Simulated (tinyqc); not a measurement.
# MOSFET in saturation, small-signal circuit and noise, step by step

tinyqc, about 0.01 s, one thread, Intel Xeon 2.30GHz (shared host): `OMP_NUM_THREADS=1 python tinyqc.py 2150109 2150110 out.jsonl` Printed values are rounded.

Bias by the inversion coefficient IC = I/Ispec (charge-based model with velocity saturation; weak inversion below 0.1, strong above 10). Common-source circuit: gm, gds, Cgs, Cgd and Cj at the inner nodes, Rg in series with the gate; quasi-static, no source or drain resistance, no gate-body capacitance, no substrate network, no induced gate noise, so fmax is an upper estimate.

Values chosen for this exercise:
```
symbol,value,unit,meaning
T,350,K,temperature
L,350,nm,gate length
W,10,um,total gate width
Cox,1.56,uF/cm^2,gate capacitance
mu,130,cm^2/(V s),mobility
n,1.31,,slope factor
Ls,10,nm,velocity-saturation length
sg,0.014,,ratio gds/gm
Cov,0.22,fF/um,overlap and fringe capacitance per side
Cj,0.55,fF/um,drain junction capacitance
Rsh,8,ohm,sheet resistance of the gate
Wf,1,um,finger width
Rc,300,ohm um,gate contact and vertical resistance
IC,0.098,,inversion coefficient
gw,0.13,,short-channel excess of the noise factor
Nt,2.3e17,cm^-3 eV^-1,oxide trap density
lt,0.1,nm,tunnelling length into the oxide
ac,1000,V s/C,Coulomb scattering coefficient
f,0.1,GHz,signal frequency
```

Constants: q = 1.602176634e-19 C, kB = 1.380649e-23 J/K, Vt = kB T/q. Results are converted to the units shown.

Range of the model: fmax exceeds 4 fT, where channel resistance and substrate losses, left out here, would cap it.

## Current, transconductance and gain

Ispec = 2 n mu Cox (W/L) Vt^2, lc = Ls/L, gms = [sqrt((lc IC + 1)^2 + 4 IC) - 1]/[2 + lc (lc IC + 1)], gm = gms Ispec/(n Vt), gds = sg gm.

Ispec = 13.80966 uA
I = 1.353347 uA
gms = 0.08981565
gm = 0.03139228 mS
gds = 4.394919e-4 mS
gm/I = 23.19603 1/V

gm/I is 91.6 % of its weak-inversion limit 1/(n Vt); without velocity saturation (lc = 0) gms would be 0.0899.

## Capacitances, gate resistance and cut-off frequencies

qs = [sqrt(1 + 4 IC) - 1]/2, Cgs = Cox W L qs (2 qs + 3)/(3 (qs + 1)^2) + Cov W, Cgd = Cov W, Cd = Cj W, Rg = Rsh (Wf/L)/(12 Nf) + Rc/W with Nf = W/Wf fingers (not rounded) contacted at both ends. fT = gm/(2 pi (Cgs + Cgd)), fmax = fT/(2 sqrt(Rg (gds + 2 pi fT Cgd))).

Cgs = 6.580496 fF
Cgd = 2.2 fF
Cd = 5.5 fF
Rg = 30.19048 ohm
fT = 0.5690153 GHz
fmax = 17.96757 GHz

Overlap and fringe make up 50.1 % of the gate capacitance; fmax is 31.6 times fT.

## Admittance matrix

Inner admittances at w = 2 pi f: y11 = i w (Cgs + Cgd), y12 = -i w Cgd, y21 = gm - i w Cgd, y22 = gds + i w (Cgd + Cd). Invert to Z, add Rg to Z11 and invert back to Y.

inner y (mS):
```
                        1                       2
1  0.00000000+0.00551695i  0.00000000-0.00138230i
2  0.03139228-0.00138230i  0.00043949+0.00483805i
```

Y with Rg (mS):
```
                        1                        2
1  0.00000092+0.00551695i  -0.00000023-0.00138230i
2  0.03139205-0.00138753i   0.00043955+0.00483936i
```

## Current gain and unilateral power gain

|h21| = |Y21/Y11|; U = |Y21 - Y12|^2/(4 [Re Y11 Re Y22 - Re Y12 Re Y21]). Extrapolated at 20 dB a decade: f |h21| and f sqrt(U).

|h21| = 5.695667
U = 32283.35
f |h21| = 0.5695667 GHz
f sqrt(U) = 17.96757 GHz

f |h21| is 0.097 % above the formula for fT, and f sqrt(U) within 0.01 % of that for fmax.

## Noise at the gate

Channel noise Sid = 4 kB T gam n gm with gam = (1/2 + (2/3) qs)/(1 + qs) + gw lc IC, qs = [sqrt(1 + 4 IC) - 1]/2, lc = Ls/L (the last term an empirical rise with velocity saturation); at the gate, white noise Sw = Sid/gm^2 + 4 kB T Rg. Number fluctuation with correlated mobility: S(f) = K/f, K = q^2 Vt lt Nt/(W L Cox^2) (1 + ac mu Cox I/gm)^2, Vt in eV with Nt per eV. Corner fc = K/Sw. Full shot noise would be 2 q I.

gam = 0.5141136
Sid = 4.086623e-25 A^2/Hz
Sid/(2 q I) = 0.9423561
sqrt(Sw) = 20.37815 nV/Hz^0.5
K = 2.127322e-11 V^2
fc = 0.05122757 MHz

The gate resistance gives 0.14 % of the white noise power. In weak inversion gm = I/(n Vt), so with gam = 1/2 the thermal formula equals shot noise.
